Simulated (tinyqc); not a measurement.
Worked calculation: RKS/BLYP in the 6-311g basis, for H2, spin multiplicity 1. One step of it, computed by the program tinyqc.

Problem. Iteration 5 (converged): orbitals. Diagonalise F' = X^T F X, C = X C', fill 1 alpha and 1 beta electrons from the bottom; D = 2 C_occ C_occ^T. Each column has its largest component positive (the first on a tie).

converged F (hartree), order 1H 1s, 1H 2s, 1H 3s, 2H 1s, 2H 2s, 2H 3s:
```
[[0.477090, -0.302111, -0.298741, -0.076364, -0.160766, -0.189300],
 [-0.302111, -0.158369, -0.211158, -0.160766, -0.174557, -0.179241],
 [-0.298741, -0.211158, -0.162453, -0.189300, -0.179241, -0.161200],
 [-0.076364, -0.160766, -0.189300, 0.477090, -0.302111, -0.298741],
 [-0.160766, -0.174557, -0.179241, -0.302111, -0.158369, -0.211158],
 [-0.189300, -0.179241, -0.161200, -0.298741, -0.211158, -0.162453]]
```

X, order 1H 1s, 1H 2s, 1H 3s, 2H 1s, 2H 2s, 2H 3s:
```
[[1.372495, -0.744432, 0.204032, 0.021036, 0.039436, -0.056492],
 [-0.744432, 2.111060, -1.006468, 0.039436, -0.222884, 0.179796],
 [0.204032, -1.006468, 2.045728, -0.056492, 0.179796, -0.808287],
 [0.021036, 0.039436, -0.056492, 1.372495, -0.744432, 0.204032],
 [0.039436, -0.222884, 0.179796, -0.744432, 2.111060, -1.006468],
 [-0.056492, 0.179796, -0.808287, 0.204032, -1.006468, 2.045728]]
```

Give: F' = X^T F X; orbital energies; coefficients C; D after iteration 5.

Solution.

F' = X^T F X (hartree):
```
[[1.3259, -1.0409, 0.0314, 0.0698, -0.0414, -0.0848],
 [-1.0409, 0.7951, -0.3166, -0.0414, -0.1218, 0.0333],
 [0.0314, -0.3166, 0.1050, -0.0848, 0.0333, -0.0859],
 [0.0698, -0.0414, -0.0848, 1.3259, -1.0409, 0.0314],
 [-0.0414, -0.1218, 0.0333, -1.0409, 0.7951, -0.3166],
 [-0.0848, 0.0333, -0.0859, 0.0314, -0.3166, 0.1050]]
```

orbital energies (hartree): [-0.3146, -0.0866, 0.2201, 0.2992, 2.1512, 2.1825]

coefficients C, order 1H 1s, 1H 2s, 1H 3s, 2H 1s, 2H 2s, 2H 3s:
```
[[0.1657, 0.1658, -0.0788, -0.1282, -1.1002, -1.0939],
 [0.2911, 0.2959, -0.8921, -1.0169, 1.6164, 1.2216],
 [0.2089, 0.8192, 0.9196, 1.7699, -1.0033, -0.4784],
 [0.1657, -0.1658, -0.0788, 0.1282, 1.1002, -1.0939],
 [0.2911, -0.2959, -0.8921, 1.0169, -1.6164, 1.2216],
 [0.2089, -0.8192, 0.9196, -1.7699, 1.0033, -0.4784]]
```

D after iteration 5, order 1H 1s, 1H 2s, 1H 3s, 2H 1s, 2H 2s, 2H 3s:
```
[[0.0549, 0.0965, 0.0692, 0.0549, 0.0965, 0.0692],
 [0.0965, 0.1695, 0.1217, 0.0965, 0.1695, 0.1217],
 [0.0692, 0.1217, 0.0873, 0.0692, 0.1217, 0.0873],
 [0.0549, 0.0965, 0.0692, 0.0549, 0.0965, 0.0692],
 [0.0965, 0.1695, 0.1217, 0.0965, 0.1695, 0.1217],
 [0.0692, 0.1217, 0.0873, 0.0692, 0.1217, 0.0873]]
```
